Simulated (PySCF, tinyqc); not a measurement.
Worked calculation: G0W0 on RHF in the sto-6g basis, for H4, spin multiplicity 1. The lowest restricted solution is unstable here: a spin-polarised one lies 0.1368 hartree lower (PySCF). One step of it, computed by the program tinyqc.

Task: Screening: direct RPA. With D = e_a - e_i and K = (ia|jb): diagonalise D^(1/2) (D + 4K) D^(1/2) = Z w^2 Z^T; X + Y = D^(1/2) Z w^(-1/2), each column of Z with its largest component positive (the first on a tie); E_c = (sum w - tr (D + 2K)) / 2.

orbital energies (hartree): [-0.553118, -0.220460, 0.161997, 0.522186]

Two-electron integrals over orbitals (pq|rs), unique and non-zero (hartree):
```
(11|11) 0.469312   (21|21) 0.137649   (22|11) 0.461603   (22|22) 0.470062
(31|31) 0.133189   (32|32) 0.089249   (33|11) 0.460758   (33|22) 0.457132
(33|33) 0.469056   (41|32) 0.087074   (41|41) 0.084988   (42|31) 0.135854
(42|42) 0.148753   (43|21) 0.139939   (43|43) 0.153354   (44|11) 0.464267
(44|22) 0.473218   (44|33) 0.473241   (44|44) 0.489830
```

Give: D^(1/2) (D + 4K) D^(1/2); excitation energies w; X + Y; RPA correlation energy.

Result:

D^(1/2) (D + 4K) D^(1/2) (hartree^2), order 1>3, 1>4, 2>3, 2>4:
```
[[0.8924, 0.0000, 0.0000, 0.3960],
 [0.0000, 1.5218, 0.2234, 0.0000],
 [0.0000, 0.2234, 0.2828, 0.0000],
 [0.3960, 0.0000, 0.0000, 0.9934]]
```

excitation energies w (hartree): [0.4937, 0.7373, 1.1585, 1.2493]

X + Y, order 1>3, 1>4, 2>3, 2>4:
```
[[0.0000, 0.7391, 0.5192, 0.0000],
 [-0.2541, 0.0000, 0.0000, 0.9139],
 [0.8670, 0.0000, 0.0000, 0.0953],
 [0.0000, -0.6632, 0.6009, 0.0000]]
```

RPA correlation energy = -0.094484 hartree
